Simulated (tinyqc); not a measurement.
Surface potential of a MOS transistor: implicit equation and explicit approximations: one step of the calculation.

p-type body, charge-sheet picture, depletion and inversion only, full ionisation (an idealisation for deep acceptors), Boltzmann statistics (rough once Na exp(x - xn) passes about Nc/7). In units of Vt: xg = (Vg - Vfb)/Vt, x = psi/Vt, G = gamma/sqrt(Vt), xn = (2 phiF + Vc)/Vt. The implicit equation is (xg - x)^2 = G^2 [x - 1 + exp(x - xn)] for x above about 3. Cox = eps0 eox/tox.

Problem. Potential, charges and gate control. psi = Vt x; N_dep = Cox Vt G sqrt(x - 1)/q; N_inv = (Cox Vt G/q) [sqrt(x - 1 + exp(x - xn)) - sqrt(x - 1)]; dpsi/dVg = 1/[1 + G^2 (1 + exp(x - xn))/(2 (xg - x))].

Inputs (values chosen for the exercise); band and dielectric values close to those of silicon:
```
symbol,value,unit,meaning
T,400,K,temperature
eox,3.9,,relative permittivity of the gate insulator (close to silicon dioxide)
tox,1.7,nm,insulator thickness
Vc,0,V,channel-body voltage
```

Constants: q = 1.602176634e-19 C, kB = 1.380649e-23 J/K, Vt = kB T/q, eps0 = 8.8541878128e-14 F/cm where lengths are in cm. Results are converted to the units shown.

converged x = 16.945180
G = 0.18153849
xn = 16.762152
xg = 17.696890

Give: psi; N_dep; N_inv; dpsi/dVg.

Solution.

psi = 0.58409 V
N_dep = 3.1679e11 cm^-2
N_inv = 1.1712e10 cm^-2
dpsi/dVg = 0.95398

psi lies 0.18 Vt above 2 phiF + Vc.

tinyqc, about 0.01 s, one thread, Intel Xeon 2.30GHz (shared host): `OMP_NUM_THREADS=1 python tinyqc.py 2122012 2122013 out.jsonl`
